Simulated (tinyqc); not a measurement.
Phase shift across the band: Koster-Slater impurity in a tight-binding band, by Green functions and by supercells. Computed by tinyqc, a small Python program. Command: `OMP_NUM_THREADS=1 python tinyqc.py 3027060 3027061 out.jsonl kosterslater walk`. One thread of a shared host (Intel(R) Xeon(R) Processor @ 2.30GHz), about 0.02 s of CPU time with the checks.

One orbital per site, e(k) = -2 t sum cos(k_i) over 2 direction(s), band from -4 t to 4 t, lattice constant 1. One site has the extra energy U. Spin is left out.

Inputs (values chosen for the exercise, for a model band): hopping t = 1.6 eV; impurity potential U = 4.19 eV; broadening eta = 0.16 eV.

Lattice: square.

Method:
- Outside the band G0(E) = (2/(pi E)) K(m), m = 16 t^2/E^2, K the complete elliptic integral with parameter m.
- A bound state solves 1/U = G0(E).
- Bisection in ln(distance from the edge) between 1e-5 t and |U| + t. Weight on the impurity site: -1/(U^2 dG0/dE), by a central difference with step min(1e-4 t, distance/30). Decay length along an axis: 1/arccosh(1 + distance/(2 t)).
- Inside the band G0(z), z = E + i eta, comes from the chain form 1/(sqrt(y - 2t) sqrt(y + 2t)) (principal roots) at y = z + 2 t cos k, averaged over k in (0, pi) with 200 Gauss-Legendre points.
- delta/pi = -arg(1 - U G0)/pi counts the states added below E (Friedel); host DOS = -Im G0/pi, DOS on the impurity = -Im[G0/(1 - U G0)]/pi; 13 evenly spaced energies from -(band edge + |U| + 2t) to +(band edge + |U| + 2t).

distance from the band edge = 0.377385 eV

level E_b = 6.77739 eV

Across the spectrum:
```
E (eV)   Re G0 (1/eV)  host DOS (1/eV)  DOS on the impurity (1/eV)  delta/pi
-13.790      -0.07696          0.00032                     0.00018  -0.00102
-11.492      -0.09525          0.00051                     0.00026  -0.00154
-9.193       -0.12741          0.00101                     0.00043  -0.00276
-6.895       -0.22143          0.00542                     0.00146  -0.01177
-4.597       -0.18268          0.05727                     0.01554  -0.12847
-2.298       -0.15522          0.07752                     0.02059  -0.17627
0.000         0.00000          0.16067                     0.02936  -0.35941
2.298         0.15522          0.07752                     0.06663  -0.39493
4.597         0.18268          0.05727                     0.09187  -0.40399
6.895         0.22143          0.00542                     0.52587  -0.24803
9.193         0.12741          0.00101                     0.00464  -0.00908
11.492        0.09525          0.00051                     0.00142  -0.00357
13.790        0.07696          0.00032                     0.00070  -0.00199
```

delta/pi starts and ends near zero (-0.001 and -0.002): the impurity moves states but creates none. The level lies only 2.4 eta outside the band, so the broadening smears its step. delta/pi is negative in the band, down to -0.40 among these rows (-1 just below the level for small eta), and the lost state returns at the level above the band (6.777 eV).

Extremes, crossings and ranges named in words are read from the listed rows.
